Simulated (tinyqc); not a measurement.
Worked calculation: UHF in the 6-31g basis, for H3, spin multiplicity 2. One step of it, computed by the program tinyqc.

Question. Iteration 4: building the Fock matrix. J_ij = sum D_kl (ij|kl) with D = D(alpha) + D(beta), K_ij = sum D_kl (ik|jl) for each spin; F = H + J - K(s); E = tr D H + tr D J / 2 - 0.5 sum_s tr D(s) K(s) + E_nn.

D(alpha) after iteration 3, order 1H 1s, 1H 2s, 2H 1s, 2H 2s, 3H 1s, 3H 2s:
$$\begin{pmatrix}
0.408156 & -0.654831 & 0.116111 & 0.171726 & -0.115527 & 0.662059 \\
-0.654831 & 1.792186 & 0.336219 & -0.613867 & 0.422078 & -1.442989 \\
0.116111 & 0.336219 & 0.766885 & -0.411839 & 0.075512 & -0.241603 \\
0.171726 & -0.613867 & -0.411839 & 0.666371 & -0.241400 & 0.346089 \\
-0.115527 & 0.422078 & 0.075512 & -0.241400 & 0.167959 & -0.198370 \\
0.662059 & -1.442989 & -0.241603 & 0.346089 & -0.198370 & 1.483910
\end{pmatrix}$$

D(beta) after iteration 3, order 1H 1s, 1H 2s, 2H 1s, 2H 2s, 3H 1s, 3H 2s:
$$\begin{pmatrix}
0.319195 & -0.594751 & -0.127232 & 0.304275 & -0.122437 & 0.594078 \\
-0.594751 & 1.746161 & 0.352096 & -0.754121 & 0.476686 & -1.252618 \\
-0.127232 & 0.352096 & 0.071478 & -0.154968 & 0.093510 & -0.263226 \\
0.304275 & -0.754121 & -0.154968 & 0.345144 & -0.189940 & 0.608604 \\
-0.122437 & 0.476686 & 0.093510 & -0.189940 & 0.144316 & -0.283879 \\
0.594078 & -1.252618 & -0.263226 & 0.608604 & -0.283879 & 1.140054
\end{pmatrix}$$

core Hamiltonian H = T + V (hartree), order 1H 1s, 1H 2s, 2H 1s, 2H 2s, 3H 1s, 3H 2s:
$$\begin{pmatrix}
-1.241318 & -1.124856 & -0.462314 & -0.698228 & -0.462314 & -0.698228 \\
-1.124856 & -1.282286 & -0.643303 & -0.923308 & -0.643303 & -0.923308 \\
-0.462314 & -0.643303 & -0.995564 & -0.965741 & -0.016206 & -0.160870 \\
-0.698228 & -0.923308 & -0.965741 & -1.086468 & -0.160870 & -0.395468 \\
-0.462314 & -0.643303 & -0.016206 & -0.160870 & -0.995564 & -0.965741 \\
-0.698228 & -0.923308 & -0.160870 & -0.395468 & -0.965741 & -1.086468
\end{pmatrix}$$

Two-electron integrals (ij|kl) in chemists' order, unique and non-zero (hartree):
```
(11|11) 1.076566   (21|11) 0.578470   (21|21) 0.329423   (22|11) 0.587396
(22|21) 0.361304   (22|22) 0.453150   (31|11) 0.163669   (31|21) 0.096083
(31|22) 0.109974   (31|31) 0.040029   (32|11) 0.212536   (32|21) 0.133261
(32|22) 0.171805   (32|31) 0.061096   (32|32) 0.110272   (33|11) 0.486530
(33|21) 0.313705   (33|22) 0.425648   (33|31) 0.163669   (33|32) 0.326031
(33|33) 1.076566   (41|11) 0.326031   (41|21) 0.187000   (41|22) 0.207439
(41|31) 0.061096   (41|32) 0.087334   (41|33) 0.212536   (41|41) 0.110272
(42|11) 0.384846   (42|21) 0.239332   (42|22) 0.307722   (42|31) 0.085829
(42|32) 0.145465   (42|33) 0.384846   (42|41) 0.145465   (42|42) 0.232912
(43|11) 0.313705   (43|21) 0.200789   (43|22) 0.271257   (43|31) 0.096083
(43|32) 0.187000   (43|33) 0.578470   (43|41) 0.133261   (43|42) 0.239332
(43|43) 0.329423   (44|11) 0.425648   (44|21) 0.271257   (44|22) 0.369880
(44|31) 0.109974   (44|32) 0.207439   (44|33) 0.587396   (44|41) 0.171805
(44|42) 0.307722   (44|43) 0.361304   (44|44) 0.453150   (51|11) 0.163669
(51|21) 0.096083   (51|22) 0.109974   (51|31) 0.021498   (51|32) 0.029895
(51|33) 0.068768   (51|41) 0.049339   (51|42) 0.063176   (51|43) 0.045179
(51|44) 0.066683   (51|51) 0.040029   (52|11) 0.212536   (52|21) 0.133261
(52|22) 0.171805   (52|31) 0.029895   (52|32) 0.044222   (52|33) 0.103903
(52|41) 0.067962   (52|42) 0.095804   (52|43) 0.068351   (52|44) 0.102656
(52|51) 0.061096   (52|52) 0.110272   (53|11) 0.003305   (53|21) 0.001844
(53|22) 0.001950   (53|31) 0.000532   (53|32) 0.000715   (53|33) 0.001659
(53|41) 0.001044   (53|42) 0.001284   (53|43) 0.001064   (53|44) 0.001436
(53|51) 0.000532   (53|52) 0.000715   (53|53) 0.000010   (54|11) 0.048839
(54|21) 0.029839   (54|22) 0.036576   (54|31) 0.006838   (54|32) 0.009871
(54|33) 0.022995   (54|41) 0.015409   (54|42) 0.020939   (54|43) 0.015104
(54|44) 0.022414   (54|51) 0.012648   (54|52) 0.021090   (54|53) 0.000162
(54|54) 0.004208   (55|11) 0.486530   (55|21) 0.313705   (55|22) 0.425648
(55|31) 0.068768   (55|32) 0.103903   (55|33) 0.246128   (55|41) 0.157409
(55|42) 0.229319   (55|43) 0.162019   (55|44) 0.245409   (55|51) 0.163669
(55|52) 0.326031   (55|53) 0.001659   (55|54) 0.058844   (55|55) 1.076566
(61|11) 0.326031   (61|21) 0.187000   (61|22) 0.207439   (61|31) 0.049339
(61|32) 0.067962   (61|33) 0.157409   (61|41) 0.102439   (61|42) 0.130411
(61|43) 0.102141   (61|44) 0.143466   (61|51) 0.061096   (61|52) 0.087334
(61|53) 0.001044   (61|54) 0.019093   (61|55) 0.212536   (61|61) 0.110272
(62|11) 0.384846   (62|21) 0.239332   (62|22) 0.307722   (62|31) 0.063176
(62|32) 0.095804   (62|33) 0.229319   (62|41) 0.130411   (62|42) 0.190112
(62|43) 0.149204   (62|44) 0.215625   (62|51) 0.085829   (62|52) 0.145465
(62|53) 0.001284   (62|54) 0.029393   (62|55) 0.384846   (62|61) 0.145465
(62|62) 0.232912   (63|11) 0.048839   (63|21) 0.029839   (63|22) 0.036576
(63|31) 0.012648   (63|32) 0.021090   (63|33) 0.058844   (63|41) 0.019093
(63|42) 0.029393   (63|43) 0.034436   (63|44) 0.039464   (63|51) 0.006838
(63|52) 0.009871   (63|53) 0.000162   (63|54) 0.002223   (63|55) 0.022995
(63|61) 0.015409   (63|62) 0.020939   (63|63) 0.004208   (64|11) 0.155178
(64|21) 0.095449   (64|22) 0.119713   (64|31) 0.029053   (64|32) 0.045387
(64|33) 0.112447   (64|41) 0.054801   (64|42) 0.081294   (64|43) 0.071661
(64|44) 0.097715   (64|51) 0.029053   (64|52) 0.045387   (64|53) 0.000515
(64|54) 0.009663   (64|55) 0.112447   (64|61) 0.054801   (64|62) 0.081294
(64|63) 0.009663   (64|64) 0.031626   (65|11) 0.313705   (65|21) 0.200789
(65|22) 0.271257   (65|31) 0.045179   (65|32) 0.068351   (65|33) 0.162019
(65|41) 0.102141   (65|42) 0.149204   (65|43) 0.106636   (65|44) 0.161147
(65|51) 0.096083   (65|52) 0.187000   (65|53) 0.001064   (65|54) 0.034436
(65|55) 0.578470   (65|61) 0.133261   (65|62) 0.239332   (65|63) 0.015104
(65|64) 0.071661   (65|65) 0.329423   (66|11) 0.425648   (66|21) 0.271257
(66|22) 0.369880   (66|31) 0.066683   (66|32) 0.102656   (66|33) 0.245409
(66|41) 0.143466   (66|42) 0.215625   (66|43) 0.161147   (66|44) 0.240953
(66|51) 0.109974   (66|52) 0.207439   (66|53) 0.001436   (66|54) 0.039464
(66|55) 0.587396   (66|61) 0.171805   (66|62) 0.307722   (66|63) 0.022414
(66|64) 0.097715   (66|65) 0.361304   (66|66) 0.453150
```

nuclear repulsion = 1.23064468 hartree

Give: Coulomb J; exchange K(alpha); exchange K(beta); F(alpha); F(beta); total energy of this density.

Answer.

Coulomb J (hartree), order 1H 1s, 1H 2s, 2H 1s, 2H 2s, 3H 1s, 3H 2s:
$$\begin{pmatrix}
1.6656 & 1.0066 & 0.3309 & 0.5830 & 0.3231 & 0.5806 \\
1.0066 & 1.2620 & 0.5487 & 0.8790 & 0.5345 & 0.8827 \\
0.3309 & 0.5487 & 1.5253 & 0.9041 & 0.0055 & 0.1112 \\
0.5830 & 0.8790 & 0.9041 & 1.1185 & 0.1088 & 0.3334 \\
0.3231 & 0.5345 & 0.0055 & 0.1088 & 1.4390 & 0.8843 \\
0.5806 & 0.8827 & 0.1112 & 0.3334 & 0.8843 & 1.1413
\end{pmatrix}$$

exchange K(alpha) (hartree), order 1H 1s, 1H 2s, 2H 1s, 2H 2s, 3H 1s, 3H 2s:
$$\begin{pmatrix}
0.4190 & 0.3214 & 0.2161 & 0.2191 & 0.1701 & 0.2372 \\
0.3214 & 0.3394 & 0.2867 & 0.2630 & 0.2119 & 0.2592 \\
0.2161 & 0.2867 & 0.7209 & 0.4170 & 0.0080 & 0.0608 \\
0.2191 & 0.2630 & 0.4170 & 0.3223 & 0.0463 & 0.0964 \\
0.1701 & 0.2119 & 0.0080 & 0.0463 & 0.3760 & 0.3190 \\
0.2372 & 0.2592 & 0.0608 & 0.0964 & 0.3190 & 0.3445
\end{pmatrix}$$

exchange K(beta) (hartree), order 1H 1s, 1H 2s, 2H 1s, 2H 2s, 3H 1s, 3H 2s:
$$\begin{pmatrix}
0.3463 & 0.2701 & 0.0630 & 0.1409 & 0.1693 & 0.2294 \\
0.2701 & 0.2747 & 0.0850 & 0.1490 & 0.2003 & 0.2439 \\
0.0630 & 0.0850 & 0.0867 & 0.0713 & 0.0357 & 0.0465 \\
0.1409 & 0.1490 & 0.0713 & 0.0962 & 0.0854 & 0.1120 \\
0.1693 & 0.2003 & 0.0357 & 0.0854 & 0.2486 & 0.2270 \\
0.2294 & 0.2439 & 0.0465 & 0.1120 & 0.2270 & 0.2692
\end{pmatrix}$$

F(alpha) (hartree), order 1H 1s, 1H 2s, 2H 1s, 2H 2s, 3H 1s, 3H 2s:
$$\begin{pmatrix}
0.0053 & -0.4397 & -0.3476 & -0.3343 & -0.3093 & -0.3549 \\
-0.4397 & -0.3597 & -0.3813 & -0.3073 & -0.3207 & -0.2998 \\
-0.3476 & -0.3813 & -0.1913 & -0.4787 & -0.0188 & -0.1105 \\
-0.3343 & -0.3073 & -0.4787 & -0.2903 & -0.0984 & -0.1584 \\
-0.3093 & -0.3207 & -0.0188 & -0.0984 & 0.0675 & -0.4004 \\
-0.3549 & -0.2998 & -0.1105 & -0.1584 & -0.4004 & -0.2897
\end{pmatrix}$$

F(beta) (hartree), order 1H 1s, 1H 2s, 2H 1s, 2H 2s, 3H 1s, 3H 2s:
$$\begin{pmatrix}
0.0780 & -0.3884 & -0.1945 & -0.2561 & -0.3085 & -0.3470 \\
-0.3884 & -0.2950 & -0.1796 & -0.1932 & -0.3090 & -0.2845 \\
-0.1945 & -0.1796 & 0.4430 & -0.1329 & -0.0464 & -0.0962 \\
-0.2561 & -0.1932 & -0.1329 & -0.0642 & -0.1376 & -0.1741 \\
-0.3085 & -0.3090 & -0.0464 & -0.1376 & 0.1949 & -0.3085 \\
-0.3470 & -0.2845 & -0.0962 & -0.1741 & -0.3085 & -0.2144
\end{pmatrix}$$

total energy of this density = -0.290619 hartree

This density is a damped mixture and is not idempotent.
